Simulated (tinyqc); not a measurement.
Inside a calculation. Model: low-temperature mobility of a two-dimensional electron gas with static screening. Computed by tinyqc, a small Python program that keeps every step. Command: `OMP_NUM_THREADS=1 python tinyqc.py 3010290 3010291 out.jsonl twodeg walk`. One thread of a shared host (Intel(R) Xeon(R) Processor @ 2.30GHz), about 0.01 s of CPU time with the checks. Intermediate numbers are printed to about 7 digits and carried at full precision; extremes and crossings named in words are read from the listed rows.

One subband is filled, the gas is degenerate and scatters at the Fermi circle; one permittivity serves on both sides of the interface. All formulas are in SI units, masses times m_0. Piezoelectric and polar phonons are left out, and n_s is taken as set by a gate, independent of N_i.

Inputs (values chosen for the exercise, modelled on a strained silicon well):
```
quantity                                        value    unit
in-plane mass m                                 0.191     m_0
mass across the layer m_z                       0.907     m_0
permittivity eps                                 11.8       -
valley degeneracy g_v                               2       -
sheet density n_s                             2.4e+11  1/cm^2
depletion charge N_d                            5e+10  1/cm^2
roughness height Delta                           0.28      nm
correlation length Lambda                           1      nm
remote charge density N_i                     1.6e+11  1/cm^2
distance d of the charges from the interface       54      nm
density rho                                      2329  kg/m^3
sound velocity v_l                               8870     m/s
deformation potential D_A                         8.5      eV
temperature T                                     4.2       K
```

Wave function: Fang-Howard. Roughness spectrum: Gaussian.

Constants: m_0 = 9.1093837015e-31 kg; e = 1.602176634e-19 C; eps_0 = 8.8541878128e-12 F/m; hbar = 1.054571817e-34 J s; k_B = 1.380649e-23 J/K.

## Fermi circle, screening and layer thickness

k_F = sqrt(2 pi n_s/g_v); E_F = hbar^2 k_F^2/(2 m); q_TF = g_v m e^2/(2 pi eps eps_0 hbar^2); Fang-Howard parameter b = [12 m_z e^2 (N_d + 11 n_s/32)/(eps eps_0 hbar^2)]^(1/3), mean depth 3/b; effective field F = e (N_d + n_s/2)/(eps eps_0).

k_F = 0.08683215 1/nm

E_F = 1.504010 meV

q_TF = 1.223518 1/nm

b = 0.6620799 1/nm

mean depth = 4.531175 nm

effective field F = 0.02606925 MV/cm

q_TF/(2 k_F) = 7.05: screening is strong for back-scattering.

## The integrands at a few angles

Form factors with u = q/b: screening G(q) = [1 + 9u/8 + 3u^2/8]/(1 + u)^3, remote charge P(q) = exp(-q d)/(1 + u)^3. Dielectric function eps(q) = 1 + q_TF G(q)/q, with q = 2 k_F sin(theta/2). Roughness: <|U|^2> = (e F)^2 S(q), S = pi Delta^2 Lambda^2 exp(-q^2 Lambda^2/4). Remote charges: <|U|^2> = N_i [e^2 P(q)/(2 eps eps_0 q)]^2. The last two columns are (m/(pi hbar^3)) <|U|^2>/eps(q)^2.

Integrands (1e9/(s rad)):
```
theta (degrees)   q (1/nm)          G    eps(q)     roughness  remote charges
5                0.0075751  0.9789336  159.1151  8.014176e-05    3.234702e+02
15               0.0226677  0.9391542   51.6919  7.592529e-04    5.866755e+01
30               0.0449476  0.8852837   25.0983  3.219444e-03    4.708826e+00
60               0.0868322  0.7973381   12.2350  1.352892e-02    4.078834e-02
90               0.1227992  0.7332255    8.3055  2.930320e-02    6.866783e-04
135              0.1604449  0.6752058    6.1490  5.331973e-02    9.502107e-06
180              0.1736643  0.6567159    5.6268  6.360572e-02    2.111308e-06
```

## Interface roughness

1/tau_t = (m/(pi hbar^3)) int_0^pi (1 - cos theta) <|U|^2>/eps(q)^2 dtheta; the quantum rate 1/tau_q drops the factor (1 - cos theta); 200 Gauss-Legendre points in s with theta = pi s^2, s from 0 to 1; mu = e tau_t/m.

tau_t, roughness = 6840.484 ps

tau_q, roughness = 10443.36 ps

roughness mobility = 6.299048e+07 cm^2/(V s)

tau_t/tau_q, roughness = 0.6550080

k_F Lambda = 0.09: the roughness is short against the Fermi wavelength and scatters through large angles.

## Remote charges

The formulas are those given above.

tau_t, charges = 1224.252 ps

tau_q, charges = 12.85753 ps

remote-charge mobility = 1.127350e+07 cm^2/(V s)

tau_t/tau_q, charges = 95.21668

With D = d + 3/b = 58.5 nm, k_F D = 5.08 and q_TF D = 71.61. When both are large, only small angles survive the factor exp(-2 q D) and tau_t/tau_q tends to (2 k_F D)^2, here 103, close to the computed ratio.

## Acoustic phonons

Unscreened deformation potential in equipartition: 1/tau = m D_A^2 k_B T I/(rho v_l^2 hbar^3), I = int |psi|^4 dz = 3 b/16 for the Fang-Howard function (used for both wave-function options); mu = e tau/m. Bloch-Grueneisen temperature T_BG = 2 hbar v_l k_F/k_B.

acoustic mobility = 851938.1 cm^2/(V s)

T_BG = 11.76595 K

Caution: T is below the Bloch-Grueneisen temperature T_BG, so equipartition fails: the acoustic mobility is only a lower bound and the acoustic share of 1/mu is overstated.

## All together

At the Fermi circle the rates add, so 1/mu is the sum; sheet resistance 1/(n_s e mu); mean free path hbar k_F mu/e; the quantum time adds the rates 1/tau_q, with the isotropic acoustic rate e/(m mu).

Mobilities:
```
process           mu (cm^2/(V s))  share of 1/mu (%)
roughness            6.299048e+07           1.241845
remote charges       1.127350e+07           6.938787
acoustic phonons         851938.1           91.81937
```

mobility mu = 782244.1 cm^2/(V s)

sheet resistance = 33.24574 ohm

mean free path = 4470.835 nm

Dingle ratio tau_t/tau_q = 7.533211

The largest single share of 1/mu (92 %) belongs to acoustic phonons: disorder is weak enough for lattice vibrations to show. The Dingle ratio of 7.53 marks small-angle scattering by a smooth potential.

Checks made by the program: angular integral against adaptive quadrature (relative difference below 1e-10).
